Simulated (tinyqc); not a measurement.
When the band splits: coherent potential approximation for a binary alloy with a semi-elliptic band.

Site levels eA = -x d (share 1 - x) and eB = (1 - x) d (share x), so that their mean, the virtual crystal, is 0. Pure band: G0(z) = 2 (z - sqrt(z - W) sqrt(z + W))/W^2 with principal roots, density -Im G/pi per site. The medium has a self-energy S(z), G = G0(z - S), z = E + i eta. t_i = (e_i - S)/(1 - (e_i - S) G); the CPA demands <t> = (1 - x) tA + x tB = 0. Iteration: start at S = 0, set S(new) = S + <t>/(1 + <t> G), stop when |<t>| < 1e-9 eV.

Inputs chosen for the exercise: W = 2.3 eV (half width of the pure band); x = 0.26 (fraction of B); eta = 0.046 eV (broadening).

x as given, d varied, eta as given. The density is taken at E = (eA + eB)/2 and at E = eA + eB = (1 - 2x) d, where S has its pole for well split bands; a gap shows as a density of the size of the broadening tail.

Between the two levels:
```
d/W,d (eV),density at the midpoint (1/eV),density at (1 - 2x) d (1/eV),Im S at the midpoint (eV)
0.2,0.46,0.2669,0.2659,-0.035
0.6,1.38,0.2343,0.2181,-0.282
0.8,1.84,0.2103,0.1660,-0.424
1.0,2.30,0.1835,0.0655,-0.509
1.2,2.76,0.1521,0.0331,-0.516
1.5,3.45,0.0805,0.0143,-0.350
2.0,4.60,0.0051,0.0053,-0.123
```

Give the missing row, d/W = 0.4, d (eV) = 0.92.

Computed row:
```
d/W  d (eV)  density at the midpoint (1/eV)  density at (1 - 2x) d (1/eV)  Im S at the midpoint (eV)
0.4    0.92                          0.2541                        0.2490                     -0.135
```

The midpoint density falls from 0.267 to 0.0051 1/eV; it first drops below a tenth of the pure peak (0.028) at d/W = 2. At (1 - 2x) d the density drops below that mark at d/W = 1.5, so the bands have parted by then (this mark lags the true splitting), and is least, 0.0053, at d/W = 2. For x = 1/2 the two coincide and the band splits at d = W exactly; here x = 0.26. The size of Im Sigma at the midpoint is largest at d/W = 1.2. It is a lifetime only where the density there is finite; for well separated bands, d/W above 1/(2 sqrt(x (1 - x))), S has a pole in the gap at (1 - 2x) d.

(tinyqc, `OMP_NUM_THREADS=1 python tinyqc.py 1481198 1481199 out.jsonl`, Intel(R) Xeon(R) Processor @ 2.30GHz, 1 thread, shared host, about 0.01 s.)
